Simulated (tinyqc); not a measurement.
# Dose and depth of a threshold implant

Problem. A sheet of D acceptors per cm^2 lies at depth xi inside the depleted layer of a body doped Na. In the depletion approximation VT = Vfb + f2 + q D/Cox + gamma sqrt(f2 + Vsb - q D xi/(eps0 eps_r)), gamma = sqrt(2 eps0 eps_r q Na)/Cox, Cox = eps0 eox/tox. Find gamma, D and xi.

Inputs (values chosen for the exercise); band and dielectric values close to those of silicon: relative permittivity eps_r = 11.8; acceptor density deep in the body Na = 9.6e16 cm^-3; relative permittivity of the gate insulator (close to silicon dioxide) eox = 3.9; insulator thickness tox = 5.4 nm; flat-band voltage Vfb = -0.59 V; band bending 2 phiF at threshold f2 = 0.848 V.

Constants: q = 1.602176634e-19 C, eps0 = 8.8541878128e-14 F/cm where lengths are in cm. Results are converted to the units shown.

VT against the source at Vsb = 0 and 2.3 V (V): 0.58911198  0.83815624

Answer. With y^2 = f2 - q D xi/(eps0 eps_r) and d the difference of the thresholds over gamma, sqrt(y^2 + Vsb) - y = d gives y = (Vsb - d^2)/(2 d). The first threshold then gives D, and y^2 gives xi.

gamma = 0.2804 V^0.5
D = 3.700e11 cm^-2
xi = 22.00 nm

tinyqc, about 0.4 s, one thread, Intel Xeon 2.30GHz (shared host): `OMP_NUM_THREADS=1 python tinyqc.py 2080147 2080148 out.jsonl`
